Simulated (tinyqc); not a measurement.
Worked calculation (part 2 of 2): RHF in the sto-6g basis, for BeH2, spin multiplicity 1. Computed by tinyqc, a small Python program that keeps every step (integrals from PySCF). Command: `OMP_NUM_THREADS=1 python tinyqc.py 30575 30576 out.jsonl` (the two numbers bound the seeds that draw the settings). One thread of a shared host (Intel(R) Xeon(R) Processor @ 2.60GHz), about 0.1 s of CPU time with the checks.

Geometry (angstrom):
```
atom,x,y,z
Be,0.000000,0.000000,0.000000
H,0.000000,1.690000,0.145000
H,0.000000,-1.690000,0.145000
```

## Iteration 8 (converged): orbitals

converged F (hartree):
```
,1Be 1s,1Be 2s,1Be 2px,1Be 2py,1Be 2pz,2H 1s,3H 1s
1Be 1s,-4.609883,-1.251192,0.000000,0.000000,0.001839,-0.163323,-0.163323
1Be 2s,-1.251192,-0.548479,0.000000,0.000000,-0.011699,-0.300282,-0.300282
1Be 2px,0.000000,0.000000,0.208936,0.000000,0.000000,0.000000,0.000000
1Be 2py,0.000000,0.000000,0.000000,-0.105846,0.000000,-0.281297,0.281297
1Be 2pz,0.001839,-0.011699,0.000000,0.000000,0.207608,-0.018480,-0.018480
2H 1s,-0.163323,-0.300282,0.000000,-0.281297,-0.018480,-0.204153,-0.006215
3H 1s,-0.163323,-0.300282,0.000000,0.281297,-0.018480,-0.006215,-0.204153
```

X:
```
,1,2,3,4,5,6,7
1Be 1s,0.000000,-0.434537,0.806460,0.000000,-0.387950,0.295284,0.000000
1Be 2s,0.000000,1.024934,-0.073162,0.000000,-0.056360,0.552313,0.000000
1Be 2px,0.000000,0.000000,0.000000,1.000000,0.000000,0.000000,0.000000
1Be 2py,1.091560,0.000000,0.000000,0.000000,0.000000,0.000000,0.566330
1Be 2pz,0.000000,0.086620,0.451743,0.000000,0.888567,0.044730,0.000000
2H 1s,-0.779079,-0.625634,-0.308721,0.000000,0.150072,0.352960,0.396740
3H 1s,0.779079,-0.625634,-0.308721,0.000000,0.150072,0.352960,-0.396740
```

Diagonalise F' = X^T F X, C = X C', fill 3 alpha and 3 beta electrons from the bottom; D = 2 C_occ C_occ^T. Each column has its largest component positive (the first on a tie).

F' = X^T F X (hartree):
```
,1,2,3,4,5,6,7
1,0.590474,0.000000,0.000000,0.000000,0.000000,0.000000,0.061515
2,0.000000,0.099135,0.798876,0.000000,-0.385938,0.395872,0.000000
3,0.000000,0.798876,-2.703244,0.000000,1.491377,-1.509083,0.000000
4,0.000000,0.000000,0.000000,0.208936,0.000000,0.000000,0.000000
5,0.000000,-0.385938,1.491377,0.000000,-0.557586,0.795361,0.000000
6,0.000000,0.395872,-1.509083,0.000000,0.795361,-1.333309,0.000000
7,0.061515,0.000000,0.000000,0.000000,0.000000,0.000000,-0.349073
```

orbital energies (hartree): MO1 -4.611365, MO2 -0.398583, MO3 -0.353084, MO4 0.203460, MO5 0.208936, MO6 0.311484, MO7 0.594484

coefficients C:
```
,MO1,MO2,MO3,MO4,MO5,MO6,MO7
1Be 1s,0.994857,-0.198896,0.000000,0.058328,0.000000,-0.210227,0.000000
1Be 2s,0.020170,0.624865,0.000000,-0.249870,0.000000,0.954343,0.000000
1Be 2px,0.000000,0.000000,0.000000,0.000000,1.000000,0.000000,0.000000
1Be 2py,0.000000,0.000000,0.494116,0.000000,0.000000,0.000000,1.126091
1Be 2pz,-0.000184,0.018527,0.000000,0.963740,0.000000,0.272009,0.000000
2H 1s,-0.002467,0.396598,0.446583,0.137135,0.000000,-0.676555,-0.751618
3H 1s,-0.002467,0.396598,-0.446583,0.137135,0.000000,-0.676555,0.751618
```

D after iteration 8:
```
,1Be 1s,1Be 2s,1Be 2px,1Be 2py,1Be 2pz,2H 1s,3H 1s
1Be 1s,2.058601,-0.208434,0.000000,0.000000,-0.007736,-0.162673,-0.162673
1Be 2s,-0.208434,0.781726,0.000000,0.000000,0.023147,0.495541,0.495541
1Be 2px,0.000000,0.000000,0.000000,0.000000,0.000000,0.000000,0.000000
1Be 2py,0.000000,0.000000,0.000000,0.488302,0.000000,0.441328,-0.441328
1Be 2pz,-0.007736,0.023147,0.000000,0.000000,0.000687,0.014697,0.014697
2H 1s,-0.162673,0.495541,0.000000,0.441328,0.014697,0.713466,-0.084281
3H 1s,-0.162673,0.495541,0.000000,-0.441328,0.014697,-0.084281,0.713466
```

## Convergence

Stop when the energy changes by less than 1e-10 hartree and every element of the error matrix X^T (F D S - S D F) X is below 3e-06.

Course of the cycle:
```
iteration,E (hartree),change,largest element of the error matrix
1,-15.38923286,-,2.24e-01
2,-15.61007945,-2.21e-01,1.53e-01
3,-15.63206528,-2.20e-02,2.48e-02
4,-15.63333570,-1.27e-03,1.04e-03
5,-15.63333880,-3.09e-06,1.96e-04
6,-15.63333889,-9.65e-08,1.63e-05
7,-15.63333889,-3.48e-10,4.78e-07
8,-15.63333889,-1.53e-13,1.60e-08
```

PySCF RHF in the same basis = -15.63333889 hartree

Converged in 8 iterations.

## Populations, bond orders and dipole

overlap S:
```
,1Be 1s,1Be 2s,1Be 2px,1Be 2py,1Be 2pz,2H 1s,3H 1s
1Be 1s,1.000000,0.254764,0.000000,0.000000,0.000000,0.032506,0.032506
1Be 2s,0.254764,1.000000,0.000000,0.000000,0.000000,0.327068,0.327068
1Be 2px,0.000000,0.000000,1.000000,0.000000,0.000000,0.000000,0.000000
1Be 2py,0.000000,0.000000,0.000000,1.000000,0.000000,0.409310,-0.409310
1Be 2pz,0.000000,0.000000,0.000000,0.000000,1.000000,0.035118,0.035118
2H 1s,0.032506,0.327068,0.000000,0.409310,0.035118,1.000000,0.010793
3H 1s,0.032506,0.327068,0.000000,-0.409310,0.035118,0.010793,1.000000
```

Mulliken: Z minus the diagonal of D S on the atom; Loewdin: the same with S^(1/2) D S^(1/2); Mayer order: 2 sum_s sum (D(s) S)_ij (D(s) S)_ji over the two atoms.

Charges (e):
```
atom,Mulliken,Loewdin
1Be,0.101000,0.087794
2H,-0.050500,-0.043897
3H,-0.050500,-0.043897
```

Mayer bond orders:
```
pair,order
2-1,0.987466
3-1,0.987466
3-2,0.009984
```

dipole moment about the origin, x y z (debye): 0.000000  0.000000  -0.392214
